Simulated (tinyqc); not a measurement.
# Worked calculation: charge pumping in an n-channel transistor

Numbers from tinyqc (`OMP_NUM_THREADS=1 python tinyqc.py 2030014 2030015 out.jsonl`; about 0.01 s on one thread of a shared Intel Xeon 2.30GHz). Printed values are rounded.

The gate is pulsed from accumulation to inversion and back. Energies E are counted from the intrinsic level; Dit(E) = D0 [1 + b (2 E/Eg)^2]. During each edge the traps near the bands emit their carriers, and those between Eh and Ee recombine once a cycle.

Inputs (values chosen for the exercise); band and dielectric values close to those of silicon: temperature T = 300 K; band gap Eg = 1.13 eV; conduction-band density of states at 300 K Nc = 2.75e19 cm^-3; valence-band density of states at 300 K Nv = 2.67e19 cm^-3; gate area A = 0.66 um^2; trap density at midgap D0 = 2.8e10 cm^-2 eV^-1; rise of the trap density towards the band edges b = 0; cross-section for electrons sn = 3.1e-15 cm^2; cross-section for holes sp = 1.7e-16 cm^2; thermal velocity at 300 K, one nominal value for electrons and holes vth = 1.1e7 cm/s; Vth - Vfb dV = 0.7 V; pulse height Va = 3.1 V; frequency f = 59000 Hz; rise time tr = 270 ns; fall time tf = 1500 ns.

Constants: q = 1.602176634e-19 C, kB = 1.380649e-23 J/K, Vt = kB T/q. Results are converted to the units shown.

Range of the model: The Fermi levels of inversion and accumulation are taken to lie beyond Ee and Eh, the flat tops to fill all traps, and no geometric current is added.

## Emission levels

ni = sqrt(Nc Nv) exp(-Eg/(2 Vt)), Eg in volts; emission times te = (dV/Va) tf and th = (dV/Va) tr; Ee = -Vt ln(vth sn ni te), Eh = +Vt ln(vth sp ni th).

ni = 8.73655e9 cm^-3
te = 338.710 ns
th = 60.9677 ns
Ee = 0.237872 eV
Eh = -0.357261 eV

The window covers 52.7 % of the gap.

## Pumped charge and current

Nit = integral of Dit from Eh to Ee = D0 [Ee - Eh + 4 b (Ee^3 - Eh^3)/(3 Eg^2)], Qcp = q A Nit, Icp = f Qcp.

Nit = 1.66637e10 cm^-2
mean Dit = 2.8e10 cm^-2 eV^-1
traps pumped a cycle = 109.981
Icp = 1.03963 pA
